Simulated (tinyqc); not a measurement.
Starting guesses with DIIS over 6 matrices: SCF starting guesses in the 6-31g basis, for H3, spin multiplicity 2. Computed by the program tinyqc with PySCF. UHF with one setting changed at a time; a run stops when the energy changes by less than 1e-09 hartree and the error matrix is below 1e-5. Starts: the lowest orbitals of the core Hamiltonian, of the Wolfsberg-Helmholz matrix (K = 1.75), projected atomic densities, random orbitals, and the highest orbitals of the core Hamiltonian (a deliberately bad start).

Geometry (angstrom):
```
atom       x       y        z
H     0.0000  0.0000   0.0000
H     0.0000  0.0000   0.9610
H     0.0000  0.7800  -0.5610
```

lowest solution found by these runs and by PySCF with stability checks = -1.584168 hartree

Largest element of the error matrix X^T (FDS - SDF) X:
```
iteration     core  Wolfsberg-Helmholz  atomic densities   random  highest core orbitals
1          1.5e-01             1.8e-01           9.8e-02  4.4e-01                1.1e-01
2          2.2e-02             3.7e-02           3.5e-02  1.3e-01                5.2e-02
3          6.0e-03             6.6e-03           1.7e-02  2.9e-02                1.9e-02
4          1.8e-03             2.0e-03           5.4e-03  1.2e-02                5.4e-03
5          2.9e-04             4.5e-04           5.6e-04  1.8e-03                1.1e-03
6          3.0e-05             5.6e-05           2.4e-05  4.1e-04                1.6e-04
8          3.4e-07             5.3e-07           7.6e-07  4.3e-05                2.3e-06
10               -                   -                 -  3.1e-06                      -
```

How each run ends:
```
run                    iterations  E (hartree)         state
core                            8     -1.58417  lowest found
Wolfsberg-Helmholz              8     -1.58417  lowest found
atomic densities                8     -1.58417  lowest found
random                         11     -1.58417  lowest found
highest core orbitals           9     -1.58417  lowest found
```

What does the comparison show, and why?

5 of 5 runs reach the lowest solution found, in 8 to 11 iterations (fastest: core, Wolfsberg-Helmholz, atomic densities). The first errors are 1e-01, 2e-01, 1e-01, 4e-01, 1e-01.
